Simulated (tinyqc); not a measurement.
One-sided p+-n junction, ionisation integral and breakdown: one step of the calculation.

A p+ layer at x < 0 and an n drift layer from x = 0. Depletion approximation, built-in voltage neglected. Local ionisation coefficients alpha_n = an exp(-(bn/E)^mx), alpha_p = ap exp(-(bp/E)^mx). Electrons move towards +x, holes towards x = 0.

Problem. Ionisation integrals by the trapezoid rule. G(x) = integral from 0 to x of (alpha_n - alpha_p); I_n = integral of alpha_n exp(-G) (electrons injected at x = 0), I_p = integral of alpha_p exp(G(end) - G) (holes injected at the far edge); M = 1/(1 - I). All integrals by the trapezoid rule on the grid.

| point | x (um) | alpha_n (1/cm) | alpha_p (1/cm) |
|---|---|---|---|
| 0 | 0.000000 | 40.234632 | 4373.6609 |
| 1 | 1.060775 | 19.142188 | 2535.2275 |
| 2 | 2.121551 | 8.4445298 | 1390.2872 |
| 3 | 3.182326 | 3.4125504 | 714.88672 |
| 4 | 4.243102 | 1.2446175 | 340.93216 |
| 5 | 5.303877 | 0.40218657 | 148.76830 |
| 6 | 6.364652 | 0.11250929 | 58.394947 |
| 7 | 7.425428 | 0.026454982 | 20.177069 |
| 8 | 8.486203 | 0.0050329717 | 5.9676285 |
| 9 | 9.546979 | 7.3679971e-4 | 1.4561640 |
| 10 | 10.607754 | 7.7592822e-5 | 0.27899929 |
| 11 | 11.668529 | 5.3580550e-6 | 0.039214309 |
| 12 | 12.729305 | 2.1282581e-7 | 0.0036726316 |
| 13 | 13.790080 | 4.0154820e-9 | 1.9914600e-4 |

Wanted: G; alpha_n exp(-G); I_n; I_p; M_n; M_p.

Solution.

| point | G | alpha_n exp(-G) (1/cm) |
|---|---|---|
| 0 | 0.0000 | 40.23 |
| 1 | -0.3633 | 27.53 |
| 2 | -0.5700 | 14.93 |
| 3 | -0.6811 | 6.74 |
| 4 | -0.7368 | 2.60 |
| 5 | -0.7627 | 0.86 |
| 6 | -0.7737 | 0.24 |
| 7 | -0.7778 | 0.06 |
| 8 | -0.7792 | 0.01 |
| 9 | -0.7796 | 0.00 |
| 10 | -0.7797 | 0.00 |
| 11 | -0.7797 | 0.00 |
| 12 | -0.7797 | 0.00 |
| 13 | -0.7797 | 0.00 |

I_n = 0.007754
I_p = 0.5313
M_n = 1.008
M_p = 2.133

Numbers from tinyqc (`OMP_NUM_THREADS=1 python tinyqc.py 2120054 2120055 out.jsonl`; about 0.07 s on one thread of a shared Intel Xeon 2.30GHz).
